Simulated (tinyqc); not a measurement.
Quantum-confined Stark effect in a modulator well, step by step. Values are carried at full precision from step to step, so a last printed digit may differ when a step is redone from the rounded ones.

Constants: hbar^2/2m0 = 3.80998211 eV angstrom^2; e^2/(4 pi eps0) = 14.39964547 eV angstrom; hc = 1239.841984 eV nm.

Values chosen for the exercise (near those of an InGaAsP well in InP; the results hold for these values, not for the real material): L = 100 angstrom (well width); me = 0.0484 m0 (electron, well); mh = 0.374 m0 (heavy hole along z, well); F = 89 kV/cm (field); Vc = 0.201 eV (conduction offset); Vv = 0.308 eV (heavy-hole offset); meb = 0.0765 m0 (electron, barrier); mhb = 0.507 m0 (heavy hole, barrier); Eg = 0.847 eV (gap of the well); mp = 0.106 m0 (heavy hole in the plane); eps = 13.2 (dielectric constant); dE = 15 meV (operating point below the zero-field line); G = 4 meV (half width of the exciton line).

## Estimate for hard walls

Second order: each level moves by -C m (e F)^2 L^4/(2c), C = (15/pi^2 - 1)/(24 pi^2), c = hbar^2/2m0, 1 kV/cm = 1e-5 eV/angstrom. It holds while e F L is no more than about twice 3 c pi^2/(m L^2).

Estimate:
```
carrier,shift (meV),e F L over the level spacing
electron,-1.10,0.38
heavy hole,-8.53,2.95
```

The hole, 7.7 times heavier, carries 89 % of the estimated shift; for hard walls second order errs by about 2 % at a ratio of 1 and 13 % at 3.

## Levels and envelopes

Envelopes on cells of 0.5 angstrom over the well |z| < L/2 and 45 angstrom of barrier on each side, psi = 0 beyond, psi'/m continuous (mean mass between points), c = hbar^2/2m0. The electron sees + e F z and the hole - e F z, each with its offset in the barriers; 1 kV/cm = 1e-5 eV/angstrom. Light holes, band mixing and escape by tunnelling are left out.

Ground levels, squared overlap and separation <z>_h - <z>_e without and with the field.

Results:
```
F (kV/cm),E_e (meV),E_h (meV),overlap^2,separation (angstrom)
0,34.89,7.81,0.941,0.0
89,29.41,-3.61,0.503,33.8
```

The electron level moves by -5.48 meV (5.0 times the hard-wall estimate, since it leaks into the barriers and sees a wider well) and the hole level by -11.42 meV (1.34 times).

## Exciton

Exciton: in-plane function exp(-rho/lam), 1/mu = 1/me + 1/mp, E(lam) = c/(mu lam^2) - (q/eps) times the integral over k of Fm(k)(1 + (k lam/2)^2)^(-3/2), Fm(k) the double integral of psi_e^2 psi_h^2 exp(-k |z - z'|), q = e^2/(4 pi eps0); binding Eb = -E at the minimum. Line at Eg + E_e + E_h - Eb, strength proportional to overlap^2/lam^2.

Minimise over lam without and with the field.

Results:
```
F (kV/cm),lam (angstrom),Eb (meV),line (eV),nm,overlap^2/lam^2 (1e-4/angstrom^2)
0,163.0,6.27,0.8834,1403.4,0.3541
89,180.5,5.54,0.8673,1429.6,0.1543
```

The weaker binding gives back 0.73 meV of the red shift, leaving 16.2 meV; the strength falls to 44 %.

## Contrast at the operating point

With a Gaussian line of half width G, the absorption at E_op = line(0) - dE is proportional to strength x exp(-ln2 ((E_op - line)/G)^2); continuum absorption is left out. Give it at both fields, relative to the zero-field peak.

E_op = 0.8684 eV
wavelength = 1427.7 nm

absorption without and with the field: 5.8e-05  0.41

The field changes the absorption by +0.41 of the zero-field peak. With dE above 2G the Gaussian tail at zero field is weak; real tails fall only exponentially and absorb more.

## Checks

- Zero-field levels against the matching condition of the square well, meV: largest difference 2.0e-01.
- Slope d(E_e + E_h)/dF against minus the separation (Hellmann-Feynman), angstrom: both -33.8.

Run: tinyqc, `OMP_NUM_THREADS=1 python tinyqc.py 1280961 1280962 out.jsonl`; Intel(R) Xeon(R) Processor @ 2.30GHz, one thread, shared host; about 0.2 s of CPU time with all checks.
